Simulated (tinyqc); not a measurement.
Implanted layer, carriers, mobility and sheet resistance with incomplete ionisation: one step of the calculation.

An n-type layer from the surface x = 0 to the junction xj, N(x) = N0 exp(-(x - Rp)^2/(2 sg^2)). Local neutrality (no depletion at surface or junction, no spilling of carriers), intrinsic carriers neglected, Boltzmann statistics.

Question. Sheet quantities by the trapezoid rule. Dose = integral of N, carrier sheet density = integral of n, 1/Rs = q integral of n mu, mean mobility 1/(q Rs sheet density), Hall mobility (unit Hall factor) = integral of n mu^2 over integral of n mu, Hall sheet density = (integral of n mu)^2/integral of n mu^2; all from 0 to xj.

Constants: q = 1.602176634e-19 C. Results are converted to the units shown.

| point | x (nm) | N (cm^-3) | n (1e17 cm^-3) | mu (cm^2/(V s)) |
|---|---|---|---|---|
| 0 | 0.00000 | 4.0202138e17 | 2.8160814 | 400.89455 |
| 1 | 10.40381 | 7.0872194e17 | 4.3185875 | 319.07971 |
| 2 | 20.80761 | 9.5319856e17 | 5.3443837 | 281.23270 |
| 3 | 31.21142 | 9.7807386e17 | 5.4426275 | 278.12027 |
| 4 | 41.61523 | 7.6566836e17 | 4.5683652 | 308.85451 |
| 5 | 52.01904 | 4.5728875e17 | 3.1108987 | 381.36054 |
| 6 | 62.42284 | 2.0836325e17 | 1.6554507 | 506.03538 |
| 7 | 72.82665 | 7.2432336e16 | 0.6511878 | 672.99870 |
| 8 | 83.23046 | 1.9209879e16 | 0.1807073 | 829.95849 |
| 9 | 93.63427 | 3.8868480e15 | 0.0326639 | 925.04034 |
| 10 | 104.03807 | 6e14 | 0.0000000 | 961.49246 |

Wanted: dose; carrier sheet density; Rs; mean mobility; Hall mobility; Hall sheet density.

Answer.

dose = 4.545e12 cm^-2
carrier sheet density = 2.779e12 cm^-2
Rs = 6656 ohm/square
mean mobility = 337.4 cm^2/(V s)
Hall mobility = 362.7 cm^2/(V s)
Hall sheet density = 2.585e12 cm^-2

Carriers make up 61.2 % of the dose. A Hall measurement weights the mobile tail, so its sheet density is 7.0 % below the true one.

tinyqc, about 0.01 s, one thread, Intel Xeon 2.30GHz (shared host): `OMP_NUM_THREADS=1 python tinyqc.py 2110093 2110094 out.jsonl`
